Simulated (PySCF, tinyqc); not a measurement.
Inside a calculation. Method: CCD on RHF in the sto-6g basis, frozen core, for BeH+, spin multiplicity 1. The lowest restricted solution is unstable here: a spin-polarised one lies 0.0280 hartree lower (PySCF). One step of it, computed by the program tinyqc.

Task: Orthogonalisation. S = U s U^T; symmetric (Loewdin) form X = U s^(-1/2) U^T, so that X^T S X = 1.

overlap S, order 1Be 1s, 1Be 2s, 1Be 2px, 1Be 2py, 1Be 2pz, 2H 1s:
```
[[1.000000, 0.254764, 0.000000, 0.000000, 0.000000, 0.014181],
 [0.254764, 1.000000, 0.000000, 0.000000, 0.000000, 0.218002],
 [0.000000, 0.000000, 1.000000, 0.000000, 0.000000, 0.000000],
 [0.000000, 0.000000, 0.000000, 1.000000, 0.000000, 0.000000],
 [0.000000, 0.000000, 0.000000, 0.000000, 1.000000, 0.292250],
 [0.014181, 0.218002, 0.000000, 0.000000, 0.292250, 1.000000]]
```

Give: eigenvalues of S; X.

Result:

eigenvalues of S: [0.601, 0.810, 1.000, 1.000, 1.178, 1.411]

X, order 1Be 1s, 1Be 2s, 1Be 2px, 1Be 2py, 1Be 2pz, 2H 1s:
```
[[1.026, -0.136, 0.000, 0.000, -0.004, 0.016],
 [-0.136, 1.047, 0.000, 0.000, 0.027, -0.123],
 [0.000, 0.000, 1.000, 0.000, 0.000, 0.000],
 [0.000, 0.000, 0.000, 1.000, 0.000, 0.000],
 [-0.004, 0.027, 0.000, 0.000, 1.036, -0.160],
 [0.016, -0.123, 0.000, 0.000, -0.160, 1.056]]
```
